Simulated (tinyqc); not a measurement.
Scale length and length offset from two DIBL values.

Question. DIBL = exp(-Le/(2 l)) + 2 exp(-Le/l) with Le = L - dL. Find l, dL and the drawn length for a DIBL of 100 mV/V.

DIBL at drawn lengths 130 and 210 nm (mV/V): [113.07290, 22.530229]

Answer. With e = exp(-Le/(2 l)), 2 e^2 + e = DIBL gives e and so Le/l at each length; Le/l is a straight line in L with slope 1/l.

l = 27.00 nm
dL = 2.900 nm
length for 100 mV/V = 135.8 nm

Program tinyqc, `OMP_NUM_THREADS=1 python tinyqc.py 2002163 2002164 out.jsonl`; Intel Xeon 2.30GHz, shared host, one thread, about 0.01 s.
